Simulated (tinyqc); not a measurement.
What moves the results: impurity band of shallow donors (Hubbard estimate). A value that a table varies takes the place of the one given here.

Constants: e^2/(4 pi eps0) = 14.39964547 eV angstrom.

Parameters, chosen for this exercise (near those of two donors in GaN; shifted at random, so the results belong to these values and not to a real crystal): a = 26.8 angstrom (orbital radius); eps = 9.5 (dielectric constant); Ns = (0.0099, 0.025, 0.059, 0.15, 0.35, 0.74, 1.5) x 1e18/cm^3 (donor densities); R = 56 angstrom (separation).

## From lone donors to an impurity band

Donors on a simple cubic lattice of spacing R = N^(-1/3) (1/angstrom^3 = 1e24/cm^3), Ha* = q/(eps a), q = e^2/(4 pi eps0), x = R/a. Hopping t = Ha* (1 + x) exp(-x), band width B = 12 t, on-site repulsion U = (5/8) Ha*; the gap closes near B/U = 1.15. Valley factors and disorder are left out.

Results:
```
N (1e18/cm^3)  R (angstrom)  N^(1/3) a   t (meV)   B (meV)       B/U
0.0099                465.7      0.058  2.95e-05  0.000354  1.00e-05
0.025                 342.0      0.078   0.00223    0.0268  0.000758
0.059                 256.9      0.104    0.0412     0.494    0.0140
0.15                  188.2      0.142     0.404      4.85     0.137
0.35                  141.9      0.189      1.79      21.4     0.606
0.74                  110.6      0.242      4.68      56.2      1.59
1.5                    87.4      0.307      9.25       111      3.14
```

B/U passes 1.15 between 0.35 and 0.74 x 1e18/cm^3; the root is x = 4.52, N^(1/3) a = 0.221, N = 0.56 x 1e18/cm^3, below the 0.91 that the empirical rule N^(1/3) a = 0.26 gives; the estimate is rough, since random positions, the overlap of the orbitals and screening are left out. While N grows by 152 times, t grows by 3.14e+05 times.

## What each parameter does (pair of shallow donors (hydrogen-like orbitals))

Each donor has the orbital exp(-r/a); energy unit Ha* = q/(eps a), q = e^2/(4 pi eps0), so that a lone donor is bound by Ha*/2; x = R/a. One electron: S = (1 + x + x^2/3) exp(-x), j = 1/x - (1 + 1/x) exp(-2x), k = (1 + x) exp(-x); levels E(+/-) = -1/2 - (j +/- k)/(1 +/- S) in Ha*, without the repulsion of the ions, split by D = |E(-) - E(+)|.

Two electrons, Heitler-London: with S' = (1 - x + x^2/3) exp(x), C = 1/x - exp(-2x)(1/x + 11/8 + 3x/4 + x^2/6), X = (1/5){exp(-2x)(25/8 - 23x/4 - 3x^2 - x^3/3) + (6/x)[S^2 (0.5772157 + ln x) + S'^2 Ei(-4x) - 2 S S' Ei(-2x)]}, Q = C - 2j + 1/x and A = X - 2 S k + S^2/x, the singlet and triplet lie at (Q +/- w A)/(1 +/- w S^2) from two lone donors, with the valley weight w = 1 (one valley); the exchange is J = triplet - singlet.

x, D = |E(-) - E(+)| and J. Each row changes one parameter from the base and keeps the others.

Results:
```
case                   x  D (meV)  J (micro-eV)
base               2.090    20.83      1.32e+04
a = 24.1 angstrom  2.324    19.57      1.13e+04
eps = 10.5         2.090    18.84      1.20e+04
R = 64 angstrom    2.388    16.80      9.44e+03
```

The largest shifts from the base row, up to three for each result and ties (the steps differ in size, so this ranks the rows, not the parameters). x: R +0.299, a +0.234; unchanged at the printed digits by eps. D (meV): R -4.03, eps -1.98, a -1.26. J (micro-eV): R -3.77e+03, a -1.91e+03, eps -1.26e+03.

Run: tinyqc, `OMP_NUM_THREADS=1 python tinyqc.py 1251782 1251783 out.jsonl`; Intel(R) Xeon(R) Processor @ 2.30GHz, one thread, shared host; about 0.01 s of CPU time with all checks.
